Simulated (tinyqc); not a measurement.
Memristor with linear dopant drift, Biolek window: one step of the calculation.

A film of thickness D has a doped share x: R = Ron x + Roff (1 - x), i = v/R, dx/dt = k i F with k = mv Ron/D^2 and F = 1 - x^(2 p) for i >= 0 and 1 - (x - 1)^(2 p) for i < 0. The drive is v = V0 sin(2 pi f t). The model has no threshold and no heating.

Problem. One Runge-Kutta step. Step h = 1/(16 f), from t = j h. With g(t, x) = dx/dt: k1 = g(t, x), k2 = g(t + h/2, x + h k1/2), k3 = g(t + h/2, x + h k2/2), k4 = g(t + h, x + h k3), x(new) = x + h (k1 + 2 k2 + 2 k3 + k4)/6.

Parameters, values chosen for the exercise:

| symbol | value | unit | meaning |
|---|---|---|---|
| Ron | 500 | ohm | resistance of the fully doped film |
| Roff | 40000 | ohm | resistance of the undoped film |
| D | 15 | nm | film thickness |
| mv | 4.7e-14 | m^2/(V s) | dopant mobility |
| V0 | 0.5 | V | amplitude |
| p | 2 |  | window exponent |
| f | 4.2 | Hz | frequency |

x at step 1 = 0.27512440
j = 1

Give: k1..k4; x at step 2.

Solution.

k1..k4 (1/s): 0.6821  0.9966  0.9996  1.2845
x at step 2 = 0.28990

Program tinyqc, `OMP_NUM_THREADS=1 python tinyqc.py 2880152 2880153 out.jsonl`; Intel Xeon 2.30GHz, shared host, one thread, about 0.3 s.
